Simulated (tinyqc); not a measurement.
Inside a calculation. Model: nucleation and growth of vacancy voids in a cooling silicon-like crystal. Computed by tinyqc, a small Python program that keeps every step. Command: `OMP_NUM_THREADS=1 python tinyqc.py 3002904 3002905 out.jsonl voids walk`. One thread of a shared host (Intel(R) Xeon(R) Processor @ 2.30GHz), about 0.4 s of CPU time with the checks. Intermediate numbers are printed to about 6 digits and carried at full precision; extremes and crossings named in words are read from the listed rows.

Spherical voids; vacancies are lost only to voids.

Inputs (values chosen for the exercise, for a model crystal): vacancy density at the melting point C_m = 7.6e+14 1/cm^3; formation energy E_f = 4 eV; melting point T_m = 1685 K; diffusion prefactor D0 = 0.0011 cm^2/s; migration energy E_m = 0.46 eV; site density rho = 5e+22 1/cm^3; void surface energy gamma = 0.819 J/m^2; cooling rate q = 25 K/min; vacancy excess C0 = 8.8e+13 1/cm^3; temperature of the worked step T = 1330 K; temperature step = 0.2 K.

Vacancy supply: given.

Constants: k_B = 8.617333262e-05 eV/K; k_B = 1.380649e-23 J/K; e = 1.602176634e-19 C.

## Vacancy excess

C = C0 as given.

initial excess C = 8.80e+13 1/cm^3

## Nucleation rate at T with the initial excess

C_e = C_m exp[-(E_f/k_B)(1/T - 1/T_m)]; D = D0 exp(-E_m/(k_B T)); f = k_B T ln(C/C_e); r* = 2 gamma/(rho f); W* = 16 pi gamma^3/(3 rho^2 f^2); Z = f/sqrt(12 pi W* k_B T); I = rho Z (4 pi r* D C) exp(-W*/(k_B T)).

C_e = 4.86913e+11 1/cm^3

D = 1.98752e-05 cm^2/s

driving force f = 0.595632 eV

critical radius r* = 0.343286 nm

W*/(k_B T) = 22.0165

rate I = 1.86718e+15 1/(cm^3 s)

Cooling by 10 K multiplies I by 5.2: nucleation switches on within a narrow range of temperature. Caution: at such a rate voids would have used up the initial excess before the crystal cooled to this T.

## Cooling through the nucleation range

March down from 1500 K in steps dT, dt = dT/q, with values at the upper end of each step: a class of I dt voids is born with r*; then all classes grow by r^2 += 2 D (C - C_e) dt/rho; C falls by the vacancies added to voids. Stop at 1150 K. T_n is the T of the largest I, N the final count (classes under 1e-6 /cm^3 are dropped), and the mean radius the number average.

Rows around the peak of I:
```
T (K)    C (1/cm^3)  C_e (1/cm^3)  I (1/(cm^3 s))  voids (1/cm^3)  mean radius (nm)
1425.2  8.80000e+13   5.01093e+12     1.41021e-01     3.69623e-01            4.7165
1415.2  8.80000e+13   3.98079e+12     2.29473e+02     7.48990e+02            5.1079
1405.2  8.79769e+13   3.15208e+12     9.68719e+04     3.88346e+05            5.5072
1400.2  8.76174e+13   2.80136e+12     1.19961e+06     5.59603e+06            5.7735
1397.2  8.62766e+13   2.60889e+12     3.53995e+06     2.13769e+07            6.1473
1395.2  8.38869e+13   2.48756e+12     4.57673e+06     4.13478e+07            6.6973
1393.2  7.96122e+13   2.37154e+12     3.23348e+06     6.12946e+07            7.6638
1391.2  7.35881e+13   2.26063e+12     1.16364e+06     7.20545e+07            9.0157
1389.2  6.65709e+13   2.15461e+12     2.29049e+05     7.51691e+07           10.4597
1386.2  5.57105e+13   2.00430e+12     7.70487e+03     7.57317e+07           12.2664
1383.2  4.55999e+13   1.86389e+12     8.97298e+01     7.57468e+07           13.5748
```

temperature of peak nucleation T_n = 1395.2 K

void density N = 7.57469e+07 1/cm^3

mean radius = 17.5594 nm

vacancies left at 1150 K = 5.93326e+09 1/cm^3

I rises as supersaturation builds and collapses once the first voids have drawn C down by 5 % at the peak. Nearly all the excess then goes into these voids: [3 C/(4 pi rho N)]^(1/3) = 17.7 nm.

## Cooling rate

The formulas are those given above.

At fixed C:
```
q (K/min)  T_n (K)   N (1/cm^3)  mean radius (nm)
2.5         1406.2  2.55752e+06           54.4209
6.2         1402.0  9.74151e+06           34.8257
12.0        1399.0  2.57432e+07           25.1771
25.0        1395.2  7.57469e+07           17.5594
50.0        1391.6  2.09608e+08           12.4994
100.0       1387.6  5.78765e+08            8.9037
250.0       1382.0  2.20315e+09            5.6974
```

Over the rows N goes as q^1.47 and the radius as q^-0.49, near the 3/2 and -1/2 of the scaling argument (depletion time 1/(4 pi N r D) equal to the time in the nucleation range, at fixed N r^3). T_n drops only 24 K for a factor 100 in q. Fast cooling gives many small voids, which an anneal can dissolve.

## Vacancy excess varied

The formulas are those given above.

At fixed q:
```
C (1/cm^3)  T_n (K)   N (1/cm^3)  mean radius (nm)
3.50e+13     1347.0  1.50584e+08           10.2578
5.30e+13     1368.4  1.10566e+08           13.0641
8.80e+13     1395.2  7.57469e+07           17.5594
1.40e+14     1420.6  5.35587e+07           23.0218
2.20e+14     1446.0  3.82198e+07           29.9663
```

More vacancies nucleate earlier (T_n rises by 99 K) and give fewer, larger voids: N goes as C^-0.75 and the radius as C^0.58, steeper than the -1/2 and +1/2 of the scaling argument at fixed D, because D rises with T_n.

Checks made by the program: Z against the curvature of W(n) (relative difference below 1e-10); N against a run with half the step (relative difference 2e-03).
